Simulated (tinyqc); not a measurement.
# Mobility and doping from two currents

Question. A trap-free film with injecting contacts is fitted, with diffusion neglected, by J = q mu N V/Lf + (9/8) eps0 eps_r mu V^2/Lf^3. Find mu, N and the voltage at which both terms are equal.

Parameters, values chosen for the exercise: relative permittivity eps_r = 11.9; film thickness Lf = 210 nm.

Constants: q = 1.602176634e-19 C, eps0 = 8.8541878128e-14 F/cm where lengths are in cm. Results are converted to the units shown.

J at 2.8 and 11 V (A/cm^2): [131.80874, 898.80763]

Solution. J/V is a straight line in V: the slope gives mu and the intercept mu N.

mu = 0.03300 cm^2/(V s)
N = 1.400e17 cm^-3
crossover voltage = 8.345 V

Computed by the program tinyqc: `OMP_NUM_THREADS=1 python tinyqc.py 2730030 2730031 out.jsonl`, one thread of a shared Intel Xeon 2.30GHz, about 0.6 s for the whole run.
